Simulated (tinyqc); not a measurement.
From results back to parameters: quantum-confined Stark effect in a modulator well. Three cases, with inputs chosen for the exercise.

Problem. The shift of E_e + E_h was computed from a hidden field.

Envelopes on cells of 0.5 angstrom over the well |z| < L/2 and 45 angstrom of barrier on each side, psi = 0 beyond, psi'/m continuous (mean mass between points), c = hbar^2/2m0. The electron sees + e F z and the hole - e F z, each with its offset in the barriers; 1 kV/cm = 1e-5 eV/angstrom. Light holes, band mixing and escape by tunnelling are left out.

Constants: hbar^2/2m0 = 3.80998211 eV angstrom^2.

Case 1.

Values chosen (near those of an InGaAsP well in InP; not measured data): L = 130 angstrom (well width); Vc = 0.184 eV (conduction offset); Vv = 0.281 eV (heavy-hole offset); me = 0.0489 m0 (electron, well); meb = 0.0773 m0 (electron, barrier); mh = 0.357 m0 (heavy hole along z, well); mhb = 0.478 m0 (heavy hole, barrier).

shift = -41.633 meV

Case 2.

Values chosen (near those of a GaAs well in AlGaAs; not measured data): L = 142 angstrom (well width); Vc = 0.267 eV (conduction offset); Vv = 0.142 eV (heavy-hole offset); me = 0.0662 m0 (electron, well); meb = 0.0942 m0 (electron, barrier); mh = 0.365 m0 (heavy hole along z, well); mhb = 0.391 m0 (heavy hole, barrier).

shift = -35.992 meV

Case 3.

Values chosen (near those of a Ge well in SiGe, direct gap; not measured data): L = 116 angstrom (well width); Vc = 0.372 eV (conduction offset); Vv = 0.112 eV (heavy-hole offset); me = 0.0412 m0 (electron, well); meb = 0.0567 m0 (electron, barrier); mh = 0.21 m0 (heavy hole along z, well); mhb = 0.23 m0 (heavy hole, barrier).

shift = -4.546 meV

Find: F; local exponent d ln(shift)/d ln F.

Solution. The shift grows steadily in size with F, so bisection finds one value; its slope is -e times the separation of the carriers.

Case 1.

F = 103.0 kV/cm
local exponent d ln(shift)/d ln F = 1.60

Case 2.

F = 81.0 kV/cm
local exponent d ln(shift)/d ln F = 1.57

Case 3.

F = 38.0 kV/cm
local exponent d ln(shift)/d ln F = 1.91

Computed by tinyqc, one run a case: `OMP_NUM_THREADS=1 python tinyqc.py N N+1 out.jsonl` with N = 1280835, 1280843, 1280844; one thread of a shared Intel(R) Xeon(R) Processor @ 2.30GHz, about 0.2 s a run at most.
